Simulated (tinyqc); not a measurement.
Strained alloy layer of InAs and AlAs on (001) InP, model-solid band line-up: gaps, strain and offsets against composition.

The layer is x parts of the first compound and 1 - x of the second, grown coherently on the third as substrate and barrier. Rows of the table: lattice constant a, average valence level Ea on an absolute scale, spin-orbit splitting so, gaps at Gamma, X and L, hydrostatic deformation potentials av and ac (Gamma), shear potential b, elastic constants, electron and heavy-hole (along z) masses. All are interpolated linearly in x; gaps get -C x (1 - x), taken wholly in the conduction band; real line-ups can differ from this model by 0.1 eV or more.

In-plane strain e = (a_substrate - a)/a, e_z = -2 (c12/c11) e, volume change 2 e + e_z. With v = 2 e + e_z and d = 2 b (e_z - e): Eav = Ea + av v; E_hh = Eav + so/3 - d/2; E_lh = Eav - so/6 + d/4 + sqrt(so^2 + so d + 9 d^2/4)/2; E_c = Ea + so/3 + EG + ac v (Gamma). Substrate: E_v = Ea + so/3, E_c = E_v + EG. Well depths: dEc = E_c(substrate) - E_c, dEhh = E_hh - E_v(substrate), dElh likewise; strained Gamma gap E_c - max(E_hh, E_lh); positive values confine carriers in the layer. Matthews-Blakeslee for 60-degree dislocations in a single layer: hc = k (ln(hc/bv) + 1), k = bv (1 - nu/4)/(4 pi |e| (1 + nu)), nu = c12/(c11 + c12), bv = a/sqrt(2); the larger root. The valence offset is the larger of dEhh and dElh; a dash marks |e| under 0.02 % or no root.

Values chosen for this exercise:
- CG = 0.7 eV (bowing of the Gamma gap)
- CX = 0 eV (bowing of the X gap)
- CL = 0 eV (bowing of the L gap)

Binary compounds, values chosen for the exercise:
```
,close to InAs,close to AlAs,close to InP
a (angstrom),6.058,5.661,5.869
Ea (eV),-6.67,-7.49,-7.04
so (eV),0.375,0.281,0.109
EG (eV),0.354,2.97,1.35
EX (eV),1.36,2.18,2.16
EL (eV),1.09,2.32,1.93
av (eV),1.01,2.47,1.28
ac (eV),-5.02,-5.7,-4.97
b (eV),-1.8,-1.48,-1.69
c11 (GPa),82.3,125,102
c12 (GPa),45.8,54.1,55.4
me (m0),0.0232,0.149,0.0802
mh (m0),0.325,0.474,0.532
```

Results:
```
x,e (%),relaxed Gamma gap (eV),lower of X and L gaps (eV),strained Gamma gap (eV),E_hh - E_lh (meV),dEc (eV),valence offset (eV),hc (nm)
0.3,1.538,2.038,1.934,1.855,-104.9,-0.4596,-0.04519,5.27
0.41,0.7766,1.728,1.816,1.641,-52.04,-0.2900,-5.391e-4,13.1
0.47,0.3661,1.566,1.742,1.526,-24.17,-0.2030,0.02676,33.7
0.53,-0.04105,1.409,1.668,1.411,2.658,-0.1199,0.05916,444
0.58,-0.3778,1.282,1.607,1.296,24.00,-0.05369,0.1074,32.4
0.64,-0.7790,1.134,1.533,1.161,48.16,0.02228,0.1664,13.0
0.69,-1.111,1.015,1.471,1.051,66.93,0.08264,0.2167,8.18
0.75,-1.506,0.8768,1.397,0.9201,87.69,0.1516,0.2783,5.40
```

Estimate the missing row, x = 0.36.

Computed row:
```
x,e (%),relaxed Gamma gap (eV),lower of X and L gaps (eV),strained Gamma gap (eV),E_hh - E_lh (meV),dEc (eV),valence offset (eV),hc (nm)
0.36,1.121,1.867,1.877,1.737,-75.84,-0.3655,-0.02163,8.10
```

With this row back in the table: The relaxed Gamma gap falls from 2.04 to 0.877 eV and the strained one falls from 1.85 to 0.920 eV. The lattice matches the substrate at x = 0.524; the heavy hole is on top where the layer is compressed (e < 0) and the light hole where it is stretched. The relaxed alloy turns direct at x = 0.354. dEc rises from -0.460 to 0.152 eV and the valence offset rises from -0.0452 to 0.278 eV. At the largest strain listed, 1.54 %, strain changes the gap by -183 meV. For x = 0.3 the lowest conduction valley of the relaxed alloy is X or L, so the gap and dEc listed hold for Gamma only.

tinyqc, about 0.01 s, one thread, Intel Xeon 2.30GHz (shared host): `OMP_NUM_THREADS=1 python tinyqc.py 2690142 2690143 out.jsonl`
